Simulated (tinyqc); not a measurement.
# Signal and retention of a DRAM cell: effect of temperature

A stored one starts at Vd and leaks: Cs dV/dt = -I(V), I = a sqrt((V + Vb)/(Vd + Vb)) + b, with a = Ig exp[-(Eg1 q/kB)(1/T - 1/T0)] (generation in a depletion layer) and b = Is exp[-(Es q/kB)(1/T - 1/T0)]. The bit line is precharged to Vd/2, and charge sharing gives the signal (V - Vd/2) Cs/(Cs + Cb).

The cell fails below Vc = Vd/2 + dm (Cs + Cb)/Cs. With s = sqrt((Vc + Vb)/(Vd + Vb)), the time from Vd to Vc is t = [2 Cs (Vd + Vb)/a] [1 - s - (b/a) ln((a + b)/(a s + b))]. This time is the median of a log-normal spread: failing cells = Nc erfc(z/sqrt 2)/2, z = ln(t/tr)/sg.

Values chosen for this exercise:
```
symbol,value,unit,meaning
Vd,1.1,V,array voltage
Cs,28,fF,cell capacitance
Cb,100,fF,bit-line capacitance
dm,45,mV,smallest signal that the sense amplifier resolves
Vb,1.27,V,built-in plus back-bias voltage of the storage junction
Ig,1.8,fA,junction leakage at V = Vd and T0
Is,0.056,fA,voltage-independent leakage at T0
Es,0.3,eV,activation energy of Is
T0,358,K,reference temperature
sg,0.59,,deviation of ln(retention time) over the cells
Nc,1.72e10,,cells
tr,64,ms,refresh interval
Eg1,0.6,eV,activation energy of Ig
```

Constants: q = 1.602176634e-19 C, kB = 1.380649e-23 J/K. Results are converted to the units shown.

Effect of temperature:

| T (K) | a (fA) | b (fA) | retention time (s) | failing cells |
|---|---|---|---|---|
| 298 | 0.035861 | 0.0079043 | 227.28 | 1.0063e-33 |
| 318 | 0.15589 | 0.016480 | 57.901 | 7.2735e-21 |
| 338 | 0.56948 | 0.031499 | 16.635 | 3.7207e-11 |
| 358 | 1.8000 | 0.056000 | 5.3912 | 4.9075e-4 |
| 368 | 3.0535 | 0.072938 | 3.2013 | 0.28624 |
| 378 | 5.0371 | 0.093679 | 1.9511 | 59.814 |
| 398 | 12.711 | 0.14881 | 0.77868 | 1.9646e5 |

What does the table show?

The retention time falls from 227 to 0.779 s, halving every 15.1 K at the hot end. Its apparent activation energy goes from 0.558 to 0.595 eV, between Es = 0.3 and Eg1 = 0.6 eV, as the share of a in the leakage grows from 81.9 to 98.8 %.

Range of the model: Real arrays also hold a tail of unusually leaky cells and cells whose retention varies in time, which this model lacks.

Computed by the program tinyqc: `OMP_NUM_THREADS=1 python tinyqc.py 2130104 2130105 out.jsonl`, one thread of a shared Intel Xeon 2.30GHz, about 0.01 s for the whole run.
